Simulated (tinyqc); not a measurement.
Gate length: charge control and current of a heterostructure field-effect transistor. Computed by tinyqc, a small Python program. Command: `OMP_NUM_THREADS=1 python tinyqc.py 3013272 3013273 out.jsonl hemt walk`. One thread of a shared host (Intel(R) Xeon(R) Processor @ 2.30GHz), about 0.01 s of CPU time with the checks.

Two subbands in a triangular well; E_F is counted from the conduction band edge of the channel at the interface.

Inputs (values chosen for the exercise, modelled on AlGaAs/GaAs):
```
quantity                                  value        unit
channel mass m                            0.069         m_0
permittivity eps (barrier and channel)     12.5           -
barrier thickness d                          34          nm
Schottky barrier phi_B                     0.92          eV
conduction band offset dE_c                0.15          eV
delta-doping density N_d                3.5e+12      1/cm^2
gate voltage V_G                              0           V
mobility mu                                8500  cm^2/(V s)
saturation velocity v_s                     1.6    1e7 cm/s
gate length L                               610          nm
source resistance R_S                       0.4      ohm mm
temperature T                               300           K
mixing                                      0.5           -
iteration cap                               200           -
spacer between delta layer and channel      3.9          nm
```

Charge source: delta doping. Velocity law: smooth.

Constants: e = 1.602176634e-19 C; eps_0 = 8.8541878128e-12 F/m; k_B = 8.617333262e-05 eV/K; hbar = 1.054571817e-34 J s; m_0 = 9.1093837015e-31 kg; k_B = 1.380649e-23 J/K.

Method:
- Threshold V_T = phi_B - dE_c - e N_d (d - spacer)/(eps eps_0) (in volts); C_b = eps eps_0/d.
- Charge control: n_s = C_b (V_G - V_T - E_F/e)/e. Well: mean field F = e n_s/(2 eps eps_0), E_i = (hbar^2/2m)^(1/3) [(3 pi e F/2)(i + 3/4)]^(2/3), i = 0, 1; n_s = D k_B T sum_i ln(1 + exp((E_F - E_i)/k_B T)), D = m/(pi hbar^2), which is solved in closed form for E_F.
- Iteration from n_s = C_b (V_G - V_T)/(2e): E_F from n_s, n_out from the charge control, n_new = n_s + mixing (n_out - n_s), kept above n_s/10; stop when |n_out/n_s - 1| < 1e-9.
- C_g = e dn_s/dV_G = 1/(1/C_b + 1/C_q), 1/C_q = d(E_F/e)/d(e n_s) by a central difference of +/- 0.1 % in n_s; added distance dd = eps eps_0/C_q.
- With V = e n_s/C_g and V_c = v_s L/mu: for v = mu F/(1 + mu F/v_s), V_Dsat = V_c (sqrt(1 + 2V/V_c) - 1) and I/W = C_g v_s (V - V_Dsat); g_m = dI/dV; extrinsic g_m/(1 + g_m R_S); f_T = g_m/(2 pi C_g L).

sheet density n_s = 1.29714e+12 1/cm^2

gate capacitance C_g = 0.277239 microfarad/cm^2

V = 0.749621 V

Scaling; the last columns are v_s/(2 pi L) and mu V/(2 pi L^2):
```
L (nm)  I/W (mA/mm)  g_m (mS/mm)  extrinsic g_m (mS/mm)   f_T (GHz)  velocity limit (GHz)  mobility limit (GHz)
30           294.13       416.41                 356.95  7.9683e+02                848.83            1.1268e+05
60           279.59       405.23                 348.70  3.8771e+02                424.41            2.8169e+04
120          260.30       389.54                 337.03  1.8635e+02                212.21            7.0424e+03
250          233.74       366.20                 319.41  8.4090e+01                101.86            1.6226e+03
500          202.49       335.77                 296.02  3.8552e+01                 50.93            4.0564e+02
1000         166.01       295.43                 264.21  1.6960e+01                 25.46            1.0141e+02
2000         126.76       244.86                 223.01  7.0282e+00                 12.73            2.5353e+01
5000          77.74       168.11                 157.52  1.9301e+00                  5.09            4.0564e+00
```

What follows from these numbers?

f_T scales as L^-1.04 at the short end and L^-1.41 at the long end; the two limits cross at L = mu V/v_s = 3980 nm. g_m tends to C_g v_s = 444 mS/mm, and R_S cuts it by 14 % at the shortest gate. Fringe capacitances and short-channel effects, left out, lower f_T once L is below about ten barrier thicknesses. Caution: E_F lies above the conduction band minimum of the barrier, so electrons would spill into the barrier.

Extremes, crossings and ranges named in words are read from the listed rows.
